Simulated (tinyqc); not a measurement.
Worked calculation: plasmons of a degenerate electron gas in the random-phase approximation. Values are carried at full precision from step to step, so a last printed digit may differ when a step is redone from the rounded ones.

Zero temperature, parabolic band: kF = (3 pi^2 n)^(1/3), EF = c kF^2/m, Ep^2 = 8 pi c e2 n/(m eb), qTF^2 = 6 pi e2 n/(eb EF), c = hbar^2/2m0, e2 = e^2/(4 pi eps0), n in 1/angstrom^3 (1e-24 per 1/cm^3).

Constants: hbar^2/2m0 = 3.80998211 eV angstrom^2; e^2/(4 pi eps0) = 14.39964547 eV angstrom; a0 (Bohr radius) = 0.5291772105 angstrom.

Inputs chosen for the exercise (mass and background constant near those of GaSb; polar phonons, which mix with the plasmon in the real crystal, and the rise of the mass with filling are left out, as are the L valleys, which fill above about 0.08 eV; not measured data): n = 1.1e+18 1/cm^3 (electron density); m = 0.0402 m0 (mass); eb = 14.2 (background dielectric constant); q = 0.0118 1/angstrom (wave vector); E = 28.4 meV (energy transfer); qp = 0.0104 1/angstrom (wave vector of the plasmon).

## Scales of the gas

Also rs = (3/(4 pi n))^(1/3) m/(a0 eb).

kF = 0.031935 1/angstrom
EF = 96.658 meV
Ep = 51.546 meV
qTF = 0.014749 1/angstrom
hbar vF = 6.0534 eV angstrom
rs = 0.321

Ep/EF = 0.533. With rs below 1 the random-phase approximation is within its range. Ep lies within a factor 2 of the LO phonon of such a crystal (about 29 meV), so the real modes are coupled plasmon-phonon branches.

## The dielectric function at one point

Lindhard function: eps(q, E)/eb = 1 + (qTF/q)^2 (f1 + i f2) with z = q/(2 kF), u = E/(hbar vF q), hbar vF = 2 c kF/m; f1 = 1/2 + [h(z - u) + h(z + u)]/(8 z), h(x) = (1 - x^2) ln|(x + 1)/(x - 1)|; f2 = pi u/2 for z + u < 1, (pi/(8 z))(1 - (z - u)^2) for |z - u| < 1 < z + u, else 0. Pairs exist for c (q^2 - 2 q kF)/m < E < c (q^2 + 2 q kF)/m.

E in eV is E/1000. Give also the loss function Im(-eb/eps).

z, u: 0.1847  0.3976

f1, f2: 0.8164  0.6245

eps/eb = 2.275+0.976i
loss function = 0.159

The point lies inside the pair continuum, so eps has an imaginary part.

## The plasmon at one wave vector

Solve f1 (qTF/q)^2 = -1 above the continuum, and compare with E^2 = Ep^2 + (3/5)(hbar vF q)^2 + (c q^2/m)^2.

top of the continuum = 73.21 meV
plasmon energy = 75.63 meV
short formula = 71.69 meV

The plasmon lies 2.422 meV above the continuum and 46.7 % above Ep; the short formula errs by -5.20 %.

## Where Landau damping starts

Find qc at which the plasmon meets the top of the continuum, eps(qc, c (qc^2 + 2 qc kF)/m) = 0, and compare with Ep/(hbar vF).

qc = 0.01151 1/angstrom
qc/kF = 0.360
energy there = 82.23 meV
Ep/(hbar vF) = 0.008515 1/angstrom

The simple estimate is 0.740 times qc.

## Checks

- F-sum of the loss function at q = 1.3 qc over (pi/2) Ep^2 against 1: both 1.00.
- f1 at E = 0 and z = 0.6 against the static Lindhard function: both 0.86968.

(tinyqc, `OMP_NUM_THREADS=1 python tinyqc.py 1651101 1651102 out.jsonl`, Intel(R) Xeon(R) Processor @ 2.30GHz, 1 thread, shared host, about 0.01 s.)
